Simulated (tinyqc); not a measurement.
FinFET, parasitic resistance, capacitance and delay: one step of the calculation.

Nf fins under one contact; each has gated perimeter p = 2 Hf + Wf and cross-section A = Hf Wf; contact width Wc = Nf pf, stack height Hs = Hf. Contact length Lc = CPP - Lg - 2 Lsp, shared by two neighbouring gates. Source and drain sides are equal. The formulas are first-order estimates, not field solutions.

Problem. Capacitances. With N fins: gate Cg = Cinv p N Lg; per side, plate Cp = ks eps0 [Wc (Hs + Hc) - N A]/Lsp, top fringe Cf = (2/pi) ks eps0 Wc ln(1 + Lg/(2 Lsp)), overlap Co = Cinv p N Lov. Cs = Cp + Cf + Co. An inverter of two such devices driving an equal one has the load CL = 2 (Cg + 2 Cs) + 4 Cs + Cw (its own drains counted twice for the Miller effect).

Parameters, values chosen for the exercise; values close to those of silicon logic devices:
```
symbol  value     unit                              meaning
Nf          2                                number of fins
Hf         55       nm                           fin height
Wf          5       nm                            fin width
pf         30       nm                            fin pitch
Lg         16       nm                          gate length
Lsp         6       nm                        spacer length
ks        3.3           relative permittivity of the spacer
Hc         20       nm  gate height above the channel stack
Lov         2       nm                         gate overlap
Cinv      2.4  uF/cm^2                inversion capacitance
Cw        0.3       fF                            wire load
```

Constants: eps0 = 8.8541878128e-12 F/m. Results are converted to the units shown.

Give: Cg; Cp; Cf; Co; CL.

Solution.

Cg = 88.320 aF
Cp = 19.236 aF
Cf = 0.94565 aF
Co = 11.040 aF
CL = 726.41 aF

The channel capacitance gives 24.3 % of CL, the parasitic parts 34.4 % and the wire 41.3 %.

Computed by the program tinyqc: `OMP_NUM_THREADS=1 python tinyqc.py 2170143 2170144 out.jsonl`, one thread of a shared Intel Xeon 2.30GHz, about 0.04 s for the whole run.
